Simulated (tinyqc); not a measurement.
Resistive crossbar, vector-matrix product with wire resistance: effect of the wire resistance.

2 rows and 2 columns. Cell (i, j) joins row node wij to column node bij. Each row is driven at its left end through one wire segment rw; neighbouring nodes along a row or a column are joined by rw; each column ends below the last row in one more rw and a virtual ground, where its current is read. Ideal output: I_j = sum_i V_i G_ij.

The nodal equations (Kirchhoff current law at every node) are solved for each rw; errors are I_j/ideal - 1.

Inputs (values chosen for the exercise):
- V = [0.38, 0.35] V (input voltages of the rows)

cell conductances G (uS):
```
       column 1  column 2
row 1       190       120
row 2        79        21
```

Result of one run:
```
rw (ohm)  error, column 1 (%)  error, column 2 (%)
10                    -0.6537              -0.6271
```

What becomes of these results when the wire resistance between neighbouring cells rw is changed from 10 to 500 ohm, all else the same?

Result of the changed run:
```
rw (ohm)  error, column 1 (%)  error, column 2 (%)
500                    -24.46               -23.54
```

The whole series:
```
rw (ohm)  error, column 1 (%)  error, column 2 (%)
1                    -0.06578             -0.06310
2                     -0.1315              -0.1261
5                     -0.3280              -0.3146
10                    -0.6537              -0.6271
20                     -1.298               -1.246
50                     -3.181               -3.053
100                    -6.156               -5.909
200                    -11.56               -11.11
500                    -24.46               -23.54
```

The error of the last column goes from -0.0631 % at rw = 1 ohm to -23.5 % at 500 ohm, as rw^(1.00) at the start and rw^(0.82) at the end. At 500 ohm the worst column is number 1.

Program tinyqc, `OMP_NUM_THREADS=1 python tinyqc.py 2880005 2880006 out.jsonl`; Intel Xeon 2.30GHz, shared host, one thread, about 0.02 s.
